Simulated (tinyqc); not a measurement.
# Thermionic-field emission through a Schottky barrier, WKB: two studies

Metal on an n-type semiconductor with one parabolic valley; V > 0 is forward bias (metal positive). Energies E are counted from the conduction edge of the neutral semiconductor, whose Fermi level lies at -xi; that of the metal lies at -xi - V. The barrier is a parabola of height Vd = phi - xi - V (depletion approximation, no image force).

Values chosen for this exercise; band and dielectric values close to those of gallium nitride: temperature T = 300 K; electron mass me = 0.201 m0; relative permittivity eps_r = 9.4; barrier height seen from the metal phi = 0.91 eV; donor density Nd = 3.4e17 cm^-3.

Constants: q = 1.602176634e-19 C, kB = 1.380649e-23 J/K, eps0 = 8.8541878128e-12 F/m, hbar = 1.054571817e-34 J s, h = 6.62607015e-34 J s, m0 = 9.1093837015e-31 kg, Vt = kB T/q. Results are converted to the units shown.

Each table varies one quantity; the others keep the values above.

## Contact resistivity against doping

Nc = 2 (2 pi me m0 kB T/h^2)^1.5 (times 1e-6 for cm^-3); Nd = Nc F12(-xi/Vt), F12(x) = (2/sqrt(pi)) int_0^infinity sqrt(u)/(1 + exp(u - x)) du; E00 = (hbar/2) sqrt(Nd/(me m0 eps0 eps_r)) in SI units (volts). For E < Vd, ln T(E) = -(Vd/E00) [sqrt(1 - y) - y ln((1 + sqrt(1 - y))/sqrt(y))], y = E/Vd; T(E) = 1 above. J = A* T (q/kB) int_0^infinity T(E) N(E) dE, N = ln[(1 + exp((-xi - E)/Vt))/(1 + exp((-xi - V - E)/Vt))], A* = 4 pi q me m0 kB^2/h^3 (times 1e-4 for A/(cm^2 K^2)). The integral is converged to the digits shown; the share over the barrier is that of E > Vd, and 0 means below 1e-6 %. The contact resistivity is rho_c = 1/(dJ/dV) at V = 0, where N becomes V f/Vt with f = 1/(1 + exp((E + xi)/Vt)). The last column is the thermionic value Vt exp(phi/Vt)/(A* T^2). By a common rule of thumb, E00/Vt below 0.5 marks thermionic emission, 0.5 to 5 thermionic-field emission and above 5 field emission.

Result of one run:

| Nd (cm^-3) | E00/Vt | rho_c (ohm cm^2) | thermionic rho_c (ohm cm^2) |
|---|---|---|---|
| 2.6e18 | 0.8425 | 2734 | 2.304e7 |

What becomes of these results when the donor density Nd is changed from 2.6e18 to 1.3e19 cm^-3, all else the same?

Result of the changed run:

| Nd (cm^-3) | E00/Vt | rho_c (ohm cm^2) | thermionic rho_c (ohm cm^2) |
|---|---|---|---|
| 1.3e19 | 1.884 | 0.02145 | 2.304e7 |

The whole series:

| Nd (cm^-3) | E00/Vt | rho_c (ohm cm^2) | thermionic rho_c (ohm cm^2) |
|---|---|---|---|
| 9.3e16 | 0.1593 | 5.348e6 | 2.304e7 |
| 2.1e17 | 0.2394 | 2.699e6 | 2.304e7 |
| 4.9e17 | 0.3657 | 8.199e5 | 2.304e7 |
| 1.1e18 | 0.5480 | 1.119e5 | 2.304e7 |
| 2.6e18 | 0.8425 | 2734 | 2.304e7 |
| 5.9e18 | 1.269 | 11.04 | 2.304e7 |
| 1.3e19 | 1.884 | 0.02145 | 2.304e7 |
| 3.1e19 | 2.909 | 6.068e-5 | 2.304e7 |
| 7.1e19 | 4.403 | 1.017e-6 | 2.304e7 |

rho_c falls from 5.35e6 to 1.02e-6 ohm cm^2: 0.23 of the thermionic value in the first row (thermionic emission) and 4.4e-14 of it in the last (thermionic-field emission). Between the last two rows ln rho_c changes by 0.906 eV for each unit of 1/E00, to be set beside phi = 0.91 eV of the rule rho_c ~ exp(phi/E00). Even in the first row most of the current tunnels through the thin top of the barrier.

## Contact resistivity against barrier height

Same model as above.

Contact resistivity against barrier height:

| phi (eV) | rho_c (ohm cm^2) | thermionic Vt exp(phi/Vt)/(A* T^2) (ohm cm^2) |
|---|---|---|
| 0.29 | 2.080e-4 | 8.852e-4 |
| 0.42 | 0.02281 | 0.1352 |
| 0.56 | 3.776 | 30.40 |
| 0.69 | 446.0 | 4642 |
| 0.83 | 7.751e4 | 1.044e6 |
| 0.96 | 9.441e6 | 1.594e8 |
| 1.1 | 1.681e9 | 3.585e10 |

What does the comparison show?

rho_c rises from 2.08e-4 to 1.68e9 ohm cm^2; between the last two rows it grows by a factor e every 27.0 meV, against E00 coth(E00/Vt) = 26.6 meV and Vt = 25.9 meV for pure emission.

Range of the model: The depletion approximation, a parabolic band and the neglect of image-force lowering make these currents estimates at high doping.

tinyqc, about 0.01 s, one thread, Intel Xeon 2.30GHz (shared host): `OMP_NUM_THREADS=1 python tinyqc.py 2640044 2640045 out.jsonl`
